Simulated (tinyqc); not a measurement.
Convergence with the basis: shallow acceptor in the spherical model (Baldereschi-Lipari), strong spin-orbit limit. Computed by tinyqc, a small Python program. Command: `OMP_NUM_THREADS=1 python tinyqc.py 3019662 3019663 out.jsonl acceptor sweep`. One thread of a shared host (Intel(R) Xeon(R) Processor @ 2.30GHz), about 0.02 s of CPU time with the checks.

The 1S(3/2) state has an s envelope f(r) and a d envelope g(r). In effective units they obey -(f'' + 2f'/r + 2f/r) + mu (g'' + 5g'/r + 3g/r^2) = E f and -(g'' + 2g'/r - 6g/r^2 + 2g/r) + mu (f'' - f'/r) = E g. The cubic term, the split-off band and the central cell are left out.

Inputs (values chosen for the exercise, for a model semiconductor):
```
quantity                  value  unit
Luttinger gamma_1          9.73     -
Luttinger gamma_2          1.72     -
Luttinger gamma_3          2.61     -
dielectric constant eps    7.61     -
smallest exponent zeta_1   0.79  1/a*
ratio beta of exponents     1.9     -
```

Constants: Ry = 13.605693123 eV; a_0 = 0.529177210903 angstrom.

Method:
- Ry* = Ry/(gamma_1 eps^2), a* = a_0 eps gamma_1, mu = (6 gamma_3 + 4 gamma_2)/(5 gamma_1), delta = (gamma_3 - gamma_2)/gamma_1; spherical masses 1/(gamma_1 (1 - mu)) (heavy) and 1/(gamma_1 (1 + mu)) (light).
- zeta_i = zeta_1 beta^(i-1), i = 1..n, in both channels.
- Basis: f_i = exp(-zeta_i r), g_i = r exp(-zeta_i r), weight r^2 dr, s = zeta_i + zeta_j. S_ff = 2/s^3, H_ff = zeta_i zeta_j S_ff - 2/s^2; S_gg = 24/s^5, H_gg = 8/s^3 + 24 zeta_i zeta_j/s^5 - 12/s^4; H(f_i, g_j) = mu (6 zeta_i^2/s^4 + 2 zeta_i/s^3); S_fg = 0. Each function is normalised by sqrt(S_ii).
- H c = E S c with c^T S c = 1 and the largest component positive; the d weight is the part of the norm in g.
- Large basis: zeta_i = 0.08 x 1.55^(i-1), i = 1..20 in each channel; overlap eigenvalues below 1e-11 are dropped.
- Binding energies are -E Ry*; the mass that fits is E(1S) eps^2/Ry.

One run for each value:
```
functions per channel n  E (Ry*)  d weight  1S(3/2) binding in Ry*
1                         -1.057   0.05541                   1.245
2                         -1.241   0.09112                   1.245
3                         -1.244   0.09310                   1.245
4                         -1.244   0.09333                   1.245
5                         -1.244   0.09341                   1.245
6                         -1.244   0.09343                   1.245
```

What does the table show, and why?

Over the rows, E (Ry*) falls from -1.06 to -1.24; d weight rises from 0.0554 to 0.0934 (exponent d ln y / d ln x 0.72 between the first rows and 0.0016 between the last); 1S(3/2) binding in Ry* does not change. The error against the large basis falls from 15 % to 0.04 %; every E lies above the converged level, as a variational bound must.

Extremes, crossings and ranges named in words are read from the listed rows.
